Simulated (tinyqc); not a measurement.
Schottky barrier on an n-type semiconductor with a doping step, non-linear Poisson equation by Newton steps: one step of the calculation.

One dimension, metal at x = 0, donor density C(x) = N1 for x < x1 and Nd beyond. Energies are counted from the electron Fermi level of the semiconductor and the conduction-band edge is Ec = -psi, so n = Nc exp(psi/Vt); holes follow the Fermi level of the metal, at -V, so p = Nv exp((V - psi - Eg)/Vt). Ends: psi(0) = V - phiB and psi = Vt ln(Nd/Nc) deep inside. Boltzmann statistics, full ionisation, no current, no image force in the Poisson equation.

Question. Newton step. Solve the tridiagonal system a_(i-1) d_(i-1) + b_i d_i + a_i d_(i+1) = -F_i for nodes 1 to 12, with d = 0 on fixed nodes. If the largest |d| exceeds 4 Vt, the whole step is scaled down so that it equals 4 Vt.

Parameters, values chosen for the exercise:
- T = 273 K (temperature)

Constants: q = 1.602176634e-19 C, kB = 1.380649e-23 J/K, Vt = kB T/q. Results are converted to the units shown.

| interval | coupling a_i (F/cm^2) |
|---|---|
| 0 | 2.0498051e-6 |
| 1 | 1.8248265e-6 |
| 2 | 1.6443492e-6 |
| 3 | 1.4527745e-6 |
| 4 | 1.3011806e-6 |
| 5 | 1.1599672e-6 |
| 6 | 1.0319709e-6 |
| 7 | 9.2941475e-7 |
| 8 | 8.2671698e-7 |
| 9 | 7.4817887e-7 |
| 10 | 6.5059032e-7 |
| 11 | 5.7552221e-7 |
| 12 | 5.3441348e-7 |

| node | diagonal b (F/cm^2) | residual F (C/cm^2) |
|---|---|---|
| 1 | -3.8748504e-6 | -6.0001090e-12 |
| 2 | -3.4702631e-6 | -2.2654246e-10 |
| 3 | -3.1048290e-6 | -3.0339195e-9 |
| 4 | -2.8136513e-6 | -1.6152703e-8 |
| 5 | -2.7827549e-6 | -2.3813919e-8 |
| 6 | -3.2120206e-6 | -4.1870163e-9 |
| 7 | -3.5872962e-6 | -4.2954923e-10 |
| 8 | -3.7779204e-6 | -3.1870283e-11 |
| 9 | -3.8917349e-6 | -1.7253713e-12 |
| 10 | -4.0304313e-6 | -7.0634796e-14 |
| 11 | -4.2288044e-6 | -1.9745381e-15 |
| 12 | -4.4197053e-6 | -3.6882425e-17 |

| node | psi after iteration 1 (V) |
|---|---|
| 0 | -0.33000000 |
| 1 | -0.29264154 |
| 2 | -0.25190375 |
| 3 | -0.20833428 |
| 4 | -0.16290858 |
| 5 | -0.12594102 |
| 6 | -0.10151353 |
| 7 | -0.09314492 |
| 8 | -0.09063503 |
| 9 | -0.08997085 |
| 10 | -0.08981968 |
| 11 | -0.08978972 |
| 12 | -0.08978489 |
| 13 | -0.08978416 |

Wanted: Newton step d, before damping; psi after iteration 2.

Answer.

| node | Newton step d, before damping (V) |
|---|---|
| 1 | -0.006908 |
| 2 | -0.014666 |
| 3 | -0.023147 |
| 4 | -0.030780 |
| 5 | -0.028301 |
| 6 | -0.012838 |
| 7 | -0.004089 |
| 8 | -0.001066 |
| 9 | -0.000236 |
| 10 | -0.000045 |
| 11 | -0.000007 |
| 12 | -0.000001 |

| node | psi after iteration 2 (V) |
|---|---|
| 0 | -0.33000 |
| 1 | -0.29955 |
| 2 | -0.26657 |
| 3 | -0.23148 |
| 4 | -0.19369 |
| 5 | -0.15424 |
| 6 | -0.11435 |
| 7 | -0.09723 |
| 8 | -0.09170 |
| 9 | -0.09021 |
| 10 | -0.08986 |
| 11 | -0.08980 |
| 12 | -0.08979 |
| 13 | -0.08978 |

Numbers from tinyqc (`OMP_NUM_THREADS=1 python tinyqc.py 2020088 2020089 out.jsonl`; about 0.06 s on one thread of a shared Intel Xeon 2.30GHz).
